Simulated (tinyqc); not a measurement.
Adsorption as a lattice gas: isotherms with interactions, competition, desorption peaks and saturation dose: one step, computed by the program tinyqc. Command: `OMP_NUM_THREADS=1 python tinyqc.py 3019249 3019250 out.jsonl adsorb walk`. One thread of a shared host (Intel(R) Xeon(R) Processor @ 2.30GHz), about 0.2 s of CPU time with the checks.

One adsorbate per site; a molecule needs 1 empty site. Gas and surface have the same temperature.

Question. Dose to saturate, flat and in a hole. Without desorption or interaction, 99 % coverage needs the time (N_s/(s0 F)) ln 100. For a round hole of aspect ratio a in molecular flow with unit sticking (Gordon), the time is N_s/F x [1 + (19/4) a + (3/2) a^2]. The larger of the two times is a rough guide.

Inputs (values chosen for the exercise, for a model surface): desorption energy E = 2.07 eV; prefactor nu = 2.3e+14 1/s; site density N_s = 9.9 1/nm^2; sticking coefficient s0 = 0.012; temperature T = 796 K; aspect ratio a (depth over diameter) of a hole = 40.

Adsorption: molecular (first order).

flux F = 81437.51 1/(nm^2 s)

Give: time on a flat surface; time for the hole.

Answer.

time on a flat surface = 0.046653 s

time for the hole = 0.31498 s

The hole is limited by transport: for deep holes the dose grows as a^2. Caution: with k_d = nu exp(-E/(k_B T)) of these inputs desorption is not negligible over the time on a flat surface, so without interaction 99 % coverage is not reached.
